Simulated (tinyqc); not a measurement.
Bias-temperature instability from a Gaussian distribution of capture and emission barriers: one step, computed by the program tinyqc.

Each trap has a capture time tau_0 exp(E_c/(k_B T)) under stress and an emission time tau_0 exp(E_e/(k_B T)) after it. E_c is Gaussian, and E_e = E_c + d with d Gaussian and independent. A trap counts as filled once t_s exceeds its capture time and as emptied once t_r exceeds its emission time.

Task: Stress. Demarcation energies E_s = k_B T ln(t_s/tau_0), E_r = k_B T ln(t_r/tau_0); mean barrier mu = mu_c - k_F F; z = (E_s - mu)/sigma_c; Phi is the standard normal distribution. Temperatures in kelvin are T(C) + 273.15. Shift without recovery dV0 = V_max Phi(z); local time exponent n = d ln dV0/d ln t_s = (k_B T/sigma_c) exp(-z^2/2)/(sqrt(2 pi) Phi(z)); apparent activation energy n E_s.

Inputs (values chosen for the exercise, for a model p-channel transistor):
```
quantity                                 value        unit
shift with all traps filled V_max           86          mV
mean capture barrier at zero field mu_c   1.95          eV
spread of capture barriers sigma_c        0.24          eV
lowering of mu_c per field k_F           0.064  eV/(MV/cm)
oxide field F                              7.8       MV/cm
time constant tau_0                      8e-09           s
temperature T                               60           C
stress time t_s                          30000           s
```

Constants: k_B = 8.617333262e-05 eV/K.

Give: E_s; mean barrier mu; z; shift without recovery dV0; time exponent n; apparent activation energy.

Result:

E_s = 0.8312 eV

mean barrier mu = 1.4508 eV

z = -2.582

shift without recovery dV0 = 0.4228 mV

time exponent n = 0.3466

apparent activation energy = 0.2881 eV

The stress has filled 0.49 % of the traps. The apparent energy 0.288 eV is only the share n of the barriers near 0.83 eV that are being crossed.
